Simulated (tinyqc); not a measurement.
MOS capacitor with interface traps: C-V stretch-out, conductance peak and subthreshold swing: one step, computed by the program tinyqc. Command: `OMP_NUM_THREADS=1 python tinyqc.py 3009338 3009339 out.jsonl mostraps walk`. One thread of a shared host (Intel(R) Xeon(R) Processor @ 2.30GHz), about 0.01 s of CPU time with the checks.

Energies at the interface are counted from the valence band. psi > 0 means bending towards depletion, so the surface potential is +psi. Boltzmann statistics, full ionisation, no quantum confinement. Traps are neutral when filled up to E_n, with a sharp (zero-temperature) occupation.

Problem. Conductance peak. v = sqrt(3 k_B T/m) with the majority mass; surface density n_s = N exp(-psi/k_B T); tau = 1/(sigma v n_s); for a continuum of levels G_p/omega = C_it ln(1 + omega^2 tau^2)/(2 omega tau), which peaks at omega tau = 1.98, the frequency 1.98/(2 pi tau); potential fluctuations are left out.

Inputs (values chosen for the exercise, modelled on silicon, with an insulator like HfO2): hole mass m_h = 0.796 m_0; doping N = 4.5e+17 cm^-3; capture cross-section sigma = 1e-16 cm^2; band bending towards depletion psi = 0.28 V; temperature T = 200 K.

Substrate: p-type. Trap spectrum: flat.

k_B T = 0.01723467 eV

C_it = 0.08972189 microF/cm^2

Constants: k_B = 1.380649e-23 J/K; m_0 = 9.1093837015e-31 kg.

Give: v; n_s; trap time constant; peak frequency; peak of G_p/omega.

Solution.

v = 1.069e+07 cm/s

n_s = 3.958e+10 cm^-3

trap time constant = 0.02364 s

peak frequency = 13.33 Hz

peak of G_p/omega = 0.03610 microF/cm^2
